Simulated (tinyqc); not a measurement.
Grain growth, pinning, strength and diffusional creep of a polycrystal or thin film: one step, computed by the program tinyqc. Command: `OMP_NUM_THREADS=1 python tinyqc.py 3016805 3016806 out.jsonl grain walk`. One thread of a shared host (Intel(R) Xeon(R) Processor @ 2.30GHz), about 0.01 s of CPU time with the checks.

One mean grain size d describes the structure.

Question. Yield stress. Hall-Petch term k_y/sqrt(d). Orowan term 3.06 x 0.4 G b ln(2 rbar/b)/(pi lambda sqrt(1 - nu)) with nu = 1/3, rbar = sqrt(2/3) r, lambda = rbar (sqrt(pi/f) - 2). The terms are added to sigma_0.

Inputs (values chosen for the exercise, modelled on copper):
```
quantity                      value       unit
shear modulus G                48.2        GPa
Burgers vector b              2.556   angstrom
anneal temperature T            640          K
particle volume fraction f  0.00034          -
particle radius r               2.5         nm
friction stress sigma_0          26        MPa
Hall-Petch slope k_y          0.094  MPa m^0.5
```

Sample: bulk.

grain size d = 403.5126 nm

Give: Hall-Petch term; Orowan term; yield stress.

Answer.

Hall-Petch term = 148.0 MPa

Orowan term = 84.78 MPa

yield stress = 258.8 MPa
